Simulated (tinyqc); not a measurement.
Inside a calculation. Model: valley-orbit splitting of a donor ground state, with strain. Computed by tinyqc, a small Python program that keeps every step. Command: `OMP_NUM_THREADS=1 python tinyqc.py 3015602 3015603 out.jsonl valleyorbit walk`. One thread of a shared host (Intel(R) Xeon(R) Processor @ 2.30GHz), about 0.01 s of CPU time with the checks. Intermediate numbers are printed to about 6 digits and carried at full precision; extremes and crossings named in words are read from the listed rows.

The basis is the 1s envelope in each valley; energies are counted from the unstrained conduction-band edge. The strain is e_s (a a^T - 1/3) for the unit stress axis a, so valley j along n_j moves by Xi_u e_s w_j with w_j = (n_j.a)^2 - 1/3: +1/3 for [111] and [-1-11], -1/3 for the others.

Inputs (values chosen for the exercise, modelled on donors in germanium):
```
quantity                                    value   unit
single-valley binding energy E_0             10.1    meV
central-cell shift Lambda                    0.39    meV
coupling Delta_1                             0.37    meV
shear deformation potential Xi_u             16.4     eV
shear strain e_s                          -0.0011      -
temperature T                                 120      K
donor density N_D                         5.1e+14  cm^-3
density-of-states mass of one valley m_e    0.217    m_0
```

Valleys: four along <111>. Stress axis: [110].

Constants: k_B = 8.617333262e-05 eV/K; m_0 = 9.1093837015e-31 kg; k_B = 1.380649e-23 J/K; h = 6.62607015e-34 J s.

## Levels without strain

By symmetry: E(A1) = E_0 + Lambda + 3 Delta_1 (one state), E(T2) = E_0 + Lambda - Delta_1 (three), as binding energies.

E(A1) = 11.6 meV

E(T2) = 10.12 meV

Only A1 has all valley amplitudes in phase, so only it has weight at the nucleus.

## The valley matrix under strain

H_jj = -(E_0 + Lambda) + Xi_u e_s w_j; H_jk = -Delta_1 between any two valleys.

H (meV):
```
            [111]  [1-1-1]  [-11-1]   [-1-11]
[111]    -16.5033  -0.3700  -0.3700   -0.3700
[1-1-1]   -0.3700  -4.4767  -0.3700   -0.3700
[-11-1]   -0.3700  -0.3700  -4.4767   -0.3700
[-1-11]   -0.3700  -0.3700  -0.3700  -16.5033
```

## Levels and ground state under strain

Diagonalise H; the ground vector has positive components. The density at the nucleus, and so the contact hyperfine coupling, scales as (sum_j c_j)^2/(number of valleys), which is 1 without strain; the envelopes are held fixed.

levels (meV): -16.9187  -16.1333  -4.8013  -4.1067

valley amplitudes of the ground state: [111] 0.705782, [1-1-1] 0.043264, [-11-1] 0.043264, [-1-11] 0.705782

hyperfine ratio A/A_0 = 0.561069

The valleys that move down hold 99.6 % of the ground state, against 50.0 % without strain.

## Binding energy under strain

The binding energy is counted from the lowest valley edge, min_j Xi_u e_s w_j; the gap is from the ground state to the next level.

binding energy under strain = 10.9054 meV

gap to the first excited state = 0.785361 meV

## Populations and ionisation

z = sum over levels of exp(-(E - E_ground)/k_B T), the ground-state share being 1/z; N_c = 2 (2 pi m_e k_B T/h^2)^(3/2) sum_j exp(-(shift_j - lowest shift)/k_B T); n1 = N_c/(2 z) exp(-binding/k_B T), binding = lowest shift - E_ground; without compensation n = 2 N_D/(1 + sqrt(1 + 4 N_D/n1)) (Boltzmann statistics; p and higher states left out).

partition sum z = 2.52635

share of neutral donors in the ground state = 0.395828

N_c = 1.68459e+18 cm^-3

n1 = 1.16135e+17 cm^-3

free electrons n = 5.07780e+14 cm^-3

Caution: k_B T exceeds a third of E_0, so the p and higher states, left out, hold part of the bound electrons.

## Strain dependence

The contact hyperfine ratio is A/A_0 = (sum_j c_j)^2/(number of valleys), c_j the valley amplitudes of the ground state; binding from the lowest valley edge.

Against strain:
```
e_s       Xi_u e_s (w_max - w_min) (meV)  binding (meV)  gap to next level (meV)     A/A_0
-0.00880                        -96.2133        10.8657                 0.745691  0.507690
-0.00330                        -36.0800        10.8752                 0.755171  0.520493
-0.00110                        -12.0267        10.9054                 0.785361  0.561069
-0.00033                         -3.6080        11.0059                 0.885876  0.689756
0.00033                           3.6080        11.0059                 0.885876  0.689756
0.00110                          12.0267        10.9054                 0.785361  0.561069
0.00330                          36.0800        10.8752                 0.755171  0.520493
0.00880                          96.2133        10.8657                 0.745691  0.507690
```

A/A_0 falls for either sign of strain, to 0.508 and 0.508 at the ends; its limits are the shares of the valleys that end up lowest, 2/4 under compression and 2/4 under tension. Near zero strain A/A_0 changes in second order, the binding in first. The binding energy drops from 11.60 meV to 10.87 and 10.87 meV, since fewer valleys share the valley-orbit gain.

## Do the excited 1s states matter for ionisation?

No strain here. The last two columns set z = 1, with the A1 depth, or use one level at E_0 with z equal to the number of valleys.

Ionised share:
```
T (K)        z  all 1s states  ground state alone  no splitting
6.7    1.23113    2.25207e-04         2.49878e-04   4.57939e-04
11.0   1.62957    1.43074e-02         1.82277e-02   2.00868e-02
17.0   2.09236    1.41560e-01         1.97929e-01   1.68165e-01
24.0   2.46668    4.34791e-01         5.85079e-01   4.73556e-01
34.0   2.81027    7.69935e-01         8.90490e-01   7.92220e-01
54.0   3.18270    9.53891e-01         9.84566e-01   9.57684e-01
90.0   3.47882    9.90679e-01         9.97285e-01   9.91159e-01
```

z grows from 1.231 to 3.48 of at most 4. Leaving out the excited states overstates the ionised share by up to 39.8 % (at 17.0 K); ignoring the splitting misses by a factor 2.03 at the lowest T and 1.00 at the highest.

Checks made by the program: symmetry formulas against diagonalisation (relative difference below 1e-10).
